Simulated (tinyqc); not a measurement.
# Diffused layer (complementary error function), carriers, mobility and sheet resistance: effect of the temperature

An n-type layer from the surface x = 0 to the junction xj, N(x) = N0 erfc(x/Ld). Local neutrality (no depletion at surface or junction, no spilling of carriers), intrinsic carriers neglected, full ionisation of active dopants.

erfc(xj/Ld) = Nb/N0. Active dopant A = min(N, Ns); n = A - Nb; mobility mu = m1 + (m2 (T/300 K)^(-bt) - m1)/(1 + ((A + Nb)/Nr)^am). Dose = integral of N, carrier sheet density = integral of n, 1/Rs = q integral of n mu, mean mobility 1/(q Rs sheet density), Hall mobility (unit Hall factor) = integral of n mu^2 over integral of n mu, Hall sheet density = (integral of n mu)^2/integral of n mu^2; all from 0 to xj. Integrals on 4000 steps.

Inputs (values chosen for the exercise); values close to those of phosphorus in silicon over a p-type background:
```
symbol    value        unit                                 meaning
Nb       3.9e16       cm^-3  background doping of the opposite type
N0       4.7e19       cm^-3             peak chemical concentration
m1         65.8  cm^2/(V s)           mobility limit at high doping
m2         1390  cm^2/(V s)  mobility limit at low doping, at 300 K
Nr      9.35e16       cm^-3    reference doping of the mobility law
am        0.695                        exponent of the mobility law
bt          2.1                          temperature exponent of m2
Ns      3.96e20       cm^-3       solubility limit of active dopant
Ld           70          nm            diffusion length 2 sqrt(D t)
```

Constants: q = 1.602176634e-19 C. Results are converted to the units shown.

The same in every row: xj (nm) = 165.5; dose (cm^-2) = 1.856e14; carriers (cm^-2) = 1.849e14.

Result of one run:
```
Rs (ohm/square),mean mobility (cm^2/(V s)),Rs xj (ohm nm),Hall/true sheet density
425.0,79.42,7.031e4,0.9706
```

Which temperature T gave this result: 150, 200, 400, 450 or 500 K?

T = 450 K.

The whole series:
```
T (K),Rs (ohm/square),mean mobility (cm^2/(V s)),Rs xj (ohm nm),Hall/true sheet density
150,154.8,218.0,2.561e4,0.6659
200,227.7,148.2,3.767e4,0.7586
250,289.1,116.8,4.783e4,0.8361
300,337.5,100.0,5.584e4,0.8926
350,374.7,90.08,6.200e4,0.9305
400,403.1,83.73,6.670e4,0.9550
450,425.0,79.42,7.031e4,0.9706
500,441.9,76.38,7.311e4,0.9806
550,455.2,74.15,7.531e4,0.9871
```

As T goes from 150 to 550, xj stays at 165 nm, Rs rises from 155 to 455 ohm/square, the mean mobility falls from 218 to 74.2 cm^2/(V s) and the share of the dose that conducts stays at 99.7 %.

Numbers from tinyqc (`OMP_NUM_THREADS=1 python tinyqc.py 2110135 2110136 out.jsonl`; about 0.02 s on one thread of a shared Intel Xeon 2.30GHz).
